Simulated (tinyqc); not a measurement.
Abrupt p-n junction, non-linear Poisson equation by Newton steps: two steps of the calculation.

One dimension, p side on the left, n side on the right; net doping C = -Na for x < 0 and +Nd for x > 0. The potential psi is counted from the intrinsic level, and the quasi-Fermi potentials are flat: 0 for holes and -V for electrons, so n = ni exp((psi + V)/Vt) and p = ni exp(-psi/Vt) (Boltzmann statistics, full ionisation, no current). Under reverse bias this makes the minority densities vanishingly small everywhere; they play no part in the charge.

Parameters, values chosen for the exercise:
- T = 273 K (temperature)
- V = -1.3 V (bias of the p side against the n side)

Constants: q = 1.602176634e-19 C, kB = 1.380649e-23 J/K, Vt = kB T/q. Results are converted to the units shown.

Question 1. Densities, residual and Jacobian diagonal. n_i = ni exp((psi_i + V)/Vt), p_i = ni exp(-psi_i/Vt), rho_i = p_i - n_i + C_i, g_i = (n_i + p_i)/Vt. Box widths w_i = (h_(i-1) + h_i)/2 in cm. Residual F_i = a_i (psi_(i+1) - psi_i) - a_(i-1) (psi_i - psi_(i-1)) + q rho_i w_i; Jacobian: a_(i-1) and a_i beside the diagonal, b_i = -a_(i-1) - a_i - q g_i w_i on it. The two end nodes are fixed.

```
node  x (nm)  psi at the start (V)  net doping C (cm^-3)
0       -226            -0.6337194               -4.4e16
1       -169            -0.6337194               -4.4e16
2       -121            -0.6337194               -4.4e16
3      -78.9            -0.6337194               -4.4e16
4      -43.4            -0.6337194               -4.4e16
5        -13            -0.6337194               -4.4e16
6         13             1.8621494                2.1e15
7       53.6             1.8621494                2.1e15
8        117             1.8621494                2.1e15
9        216             1.8621494                2.1e15
10       372             1.8621494                2.1e15
11       614             1.8621494                2.1e15
12       994             1.8621494                2.1e15
13      1590             1.8621494                2.1e15
14      2510             1.8621494                2.1e15
```

coupling a_i, interval 0 to 13 (F/cm^2): [1.9727752e-7, 2.3426705e-7, 2.6709783e-7, 3.1675545e-7, 3.6989535e-7, 4.3249302e-7, 2.7696597e-7, 1.7736307e-7, 1.1358403e-7, 7.2082170e-8, 4.6466192e-8, 2.9591628e-8, 1.8867145e-8, 1.2222629e-8]
ni = 88010.132 cm^-3

Find: n; p; residual F; diagonal b.

Answer 1.

```
node  n (cm^-3)  p (cm^-3)
0     1.765e-31   4.400e16
1     1.765e-31   4.400e16
2     1.765e-31   4.400e16
3     1.765e-31   4.400e16
4     1.765e-31   4.400e16
5     1.765e-31   4.400e16
6      2.100e15  3.697e-30
7      2.100e15  3.697e-30
8      2.100e15  3.697e-30
9      2.100e15  3.697e-30
10     2.100e15  3.697e-30
11     2.100e15  3.697e-30
12     2.100e15  3.697e-30
13     2.100e15  3.697e-30
14     2.100e15  3.697e-30
```

```
node  residual F (1e-6 C/cm^2)  diagonal b (F/cm^2)
1                        0.000            -2.005e-6
2                        0.000            -1.851e-6
3                        0.000            -1.747e-6
4                        0.000            -1.674e-6
5                        1.079            -1.647e-6
6                       -1.079            -7.571e-7
7                        0.000            -5.287e-7
8                        0.000            -4.071e-7
9                        0.000            -3.680e-7
10                       0.000            -4.032e-7
11                       0.000            -5.208e-7
12                       0.000            -7.464e-7
13                       0.000            -1.115e-6
```

Question 2. Newton step. Solve the tridiagonal system a_(i-1) d_(i-1) + b_i d_i + a_i d_(i+1) = -F_i for nodes 1 to 13, with d = 0 on fixed nodes. Each component d is damped to sign(d) Vt ln(1 + |d|/Vt) before it is added.

coupling a_i, interval 0 to 13 (F/cm^2): [1.9727752e-7, 2.3426705e-7, 2.6709783e-7, 3.1675545e-7, 3.6989535e-7, 4.3249302e-7, 2.7696597e-7, 1.7736307e-7, 1.1358403e-7, 7.2082170e-8, 4.6466192e-8, 2.9591628e-8, 1.8867145e-8, 1.2222629e-8]

```
node  diagonal b (F/cm^2)  residual F (C/cm^2)
1           -1.9849518e-6       -5.3402644e-12
2           -1.7144649e-6       -2.6727527e-10
3           -1.1851301e-6        -4.4939469e-9
4           -7.8617921e-7        -1.4762279e-8
5           -8.1277663e-7         9.0787088e-7
6           -7.0946665e-7        -9.4073399e-7
7           -4.5435101e-7         1.8486104e-9
8           -2.9103791e-7         2.8451298e-9
9           -1.8634682e-7         4.2271680e-9
10          -1.3068070e-7         4.9144182e-9
11          -2.8712108e-7         3.3558393e-9
12          -7.1949068e-7        1.5843424e-10
13          -1.1144430e-6        2.6483533e-13
```

psi after iteration 2, node 0 to 14 (V): [-0.6337194, -0.6334214, -0.6312046, -0.6182062, -0.5797380, -0.5302384, 1.6566546, 1.6709587, 1.6938569, 1.7306273, 1.7879214, 1.8446126, 1.8612247, 1.8621335, 1.8621494]

Give: Newton step d, before damping; psi after iteration 3.

Answer 2.

Newton step d, before damping, node 1 to 13 (V): [0.000, -0.001, -0.004, -0.001, 0.041, -2.022, -1.846, -1.581, -1.194, -0.655, -0.095, -0.004, 0.000]
psi after iteration 3, node 0 to 14 (V): [-0.634, -0.634, -0.632, -0.622, -0.581, -0.507, 1.552, 1.568, 1.595, 1.638, 1.709, 1.807, 1.858, 1.862, 1.862]

tinyqc, about 0.02 s, one thread, Intel Xeon 2.30GHz (shared host): `OMP_NUM_THREADS=1 python tinyqc.py 2000008 2000009 out.jsonl`
